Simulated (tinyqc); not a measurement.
Kane-Mele model of a buckled honeycomb layer in a normal field: sweeps and comparisons. A value that a table varies takes the place of the one given here.

Sublattices A and B lie at +/-b, so the field gives them the energies +/-D, D = e b Ez (in eV for b in angstrom and Ez in V/angstrom); 2 lam is the gap at zero field. Near the valleys tau = +/-1, for spin sz = +/-1: H = hbar v (tau qx sx + qy sy) + m sz_AB with m = D - tau sz lam, hbar v = (sqrt3/2) a t. On the lattice the spin-orbit term is the second-neighbour hopping i (lam/3 sqrt3) nu sz, nu = +/-1 by the sense of the turn. The filled band of one cone contributes tau sign(m)/2 to the Chern number, in the sense Omega = curl of i<u|grad u>. Rashba terms are left out.

Zigzag ribbon of N chains, sites A1, B1, A2, ...; k in 1/a. Bonds -2t cos(k/2) (A_n to B_n) and -t (B_n to A_(n+1)); diagonal +/-(D + 2 l2 sz sin k) on A and B; A_n to A_(n+1): -2 l2 sz sin(k/2), B_n to B_(n+1): the opposite; l2 = lam/(3 sqrt3).

Constants: kB = 8.617333262e-05 eV/K; hbar^2/2m0 = 3.80998211 eV angstrom^2.

Values chosen for the exercise (of the size used for germanene; the results hold for these values, not for the real material): a = 3.99 angstrom (lattice constant); t = 1.18 eV (hopping); lam = 0.036 eV (spin-orbit half gap); b = 0.34 angstrom (half the buckling height); Ez = 0.17 V/angstrom (normal field at the atoms, after screening; 0.01 is 1 MV/cm, and gates reach some 0.05); N = 16 (chains).

## Edge bands of a zigzag ribbon

The two middle levels for each spin, and the weight of the upper one on the half of the ribbon that holds A1.

Middle levels (meV):
```
k/pi  up, lower  up, upper  up, weight  down, lower  down, upper  down, weight
0.6    -293.679    293.679        0.56     -279.621      279.621          0.51
0.7    -103.710    103.710        0.85      -55.603       55.603          0.67
0.8     -82.214     82.214        1.00      -33.360       33.360          1.00
0.9     -70.627     70.627        1.00      -44.942       44.942          1.00
1.0     -57.784     57.784        1.00      -57.784       57.784          1.00
1.1     -44.942     44.942        1.00      -70.627       70.627          1.00
1.2     -33.360     33.360        1.00      -82.214       82.214          1.00
1.3     -55.603     55.603        0.67     -103.710      103.710          0.85
1.4    -279.621    279.621        0.51     -293.679      293.679          0.56
```

How do the results move?

From k/pi = 0.8 to 1.2 the upper level stays on one edge and the spacing of the pair is at least 66.72 meV. D > lam, so the edge bands need not cross: each leaves and rejoins the same bulk band. At k = pi the levels are -57.784 and 57.784 meV, with D = 57.800 meV and lam = 36 meV.

## Closing and reopening the gap

Ez = f lam/b. Gap 2 |D - lam|, second gap 2 (D + lam), Z2 index, and the temperature at which kB T equals the gap.

Against field:
```
f     Ez (V/angstrom)  gap (meV)  second gap (meV)  Z2  gap/kB (K)
0.00                0     72.000            72.000   1       835.5
0.25           0.0265     54.000            90.000   1       626.6
0.50           0.0529     36.000           108.000   1       417.8
0.75           0.0794     18.000           126.000   1       208.9
0.90           0.0953      7.200           136.800   1        83.6
1.10            0.116      7.200           151.200   0        83.6
1.50            0.159     36.000           180.000   0       417.8
2.00            0.212     72.000           216.000   0       835.5
3.00            0.318    144.000           288.000   0      1671.1
```

What does this show?

The gap closes at Ez = 0.1059 V/angstrom, 10.6 MV/cm at the atoms (the applied field must be larger by the screening), and is back at its zero-field size at twice that. At zero field it is 72.0 meV, above kB T at 300 K (25.9 meV).

## What each parameter does

Smaller and larger gap, hbar v, and the mass 2c|m|/(hbar v)^2 at the smaller gap, c = hbar^2/2m0. Each row changes one parameter from the base and keeps the others.

Results:
```
case                   smaller gap (meV)  larger gap (meV)  hbar v (eV angstrom)  mass (m0)
base                              43.600           187.600                4.0774    0.00999
a = 4.389 angstrom                43.600           187.600                4.4852    0.00826
t = 1.298 eV                      43.600           187.600                4.4852    0.00826
lam = 0.0396 eV                   36.400           194.800                4.0774    0.00834
Ez = 0.187 V/angstrom             55.160           199.160                4.0774    0.01264
```

How do the results move?

The largest shifts from the base row, up to three for each result and ties (the steps differ in size, so this ranks the rows, not the parameters). smaller gap (meV): Ez +11.560, lam -7.200; unchanged at the printed digits by a and t. larger gap (meV): Ez +11.560, lam +7.200; unchanged at the printed digits by a and t. hbar v (eV angstrom): t +0.4077, a +0.4077; unchanged at the printed digits by lam and Ez. mass (m0): Ez +0.00265, t -0.00173, a -0.00173.

Computed by tinyqc, a small Python program: `OMP_NUM_THREADS=1 python tinyqc.py 1482371 1482372 out.jsonl` (the numbers bound the seed that draws the inputs); one thread of a shared host (Intel(R) Xeon(R) Processor @ 2.30GHz), about 0.01 s for the whole set of steps.
